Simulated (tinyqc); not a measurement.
Layer from its matrix.

Question. For (psi, psi'/m) a flat barrier below its edge has M = [[cosh Kd, (m/K) sinh Kd], [(K/m) sinh Kd, cosh Kd]], K = sqrt(m (U - E)/C), C = hbar^2/(2 m0). Its width is d = 2 nm. Find K, m and U.

Parameters, values chosen for the exercise:

| symbol | value | unit | meaning |
|---|---|---|---|
| E | 0.317 | eV | electron energy |

Constants: q = 1.602176634e-19 C, hbar = 1.054571817e-34 J s, m0 = 9.1093837015e-31 kg, hbar^2/(2 m0) = 0.0380998212 eV nm^2. Results are converted to the units shown.

M of the layer (M12 in nm, M21 in 1/nm):

|  | 1 | 2 |
|---|---|---|
| 1 | 1.8610829 | 0.19098582 |
| 2 | 12.899541 | 1.8610829 |

Answer. K = arcosh(M11)/d, m/K = sqrt(M12/M21), and U = E + C K^2/m.

K = 0.6164 1/nm
m = 0.07500 m0
U = 0.5100 eV

tinyqc, about 0.01 s, one thread, Intel Xeon 2.30GHz (shared host): `OMP_NUM_THREADS=1 python tinyqc.py 2560035 2560036 out.jsonl`
